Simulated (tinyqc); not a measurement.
Mobility of a non-polar semiconductor in the relaxation-time approximation: one step, computed by the program tinyqc.

Each valley is treated as a sphere of mass m_d for states and rates, with one isotropic relaxation time; the conductivity mass m_c sets the current.

Question. Masses. m_d = (m_l m_t^2)^(1/3); 1/m_c = (1/m_l + 2/m_t)/3; Hall mass factor A = 3 K_m (K_m + 2)/(2 K_m + 1)^2, K_m = m_l/m_t; N_I = n (1 + C)/(1 - C).

Inputs (values chosen for the exercise, modelled on electrons in silicon):

| quantity | value | unit |
|---|---|---|
| longitudinal mass m_l | 0.915 | m_0 |
| transverse mass m_t | 0.186 | m_0 |
| carrier density n | 4.9e+15 | 1/cm^3 |
| compensation ratio C | 0.6 | - |

Band: Kane. Impurity formula: Brooks-Herring. Further scattering: none.

Give: density-of-states mass m_d; conductivity mass m_c; Hall mass factor A; ionised impurity density N_I.

Answer.

density-of-states mass m_d = 0.3163 m_0

conductivity mass m_c = 0.2533 m_0

Hall mass factor A = 0.8692

ionised impurity density N_I = 1.96e+16 1/cm^3
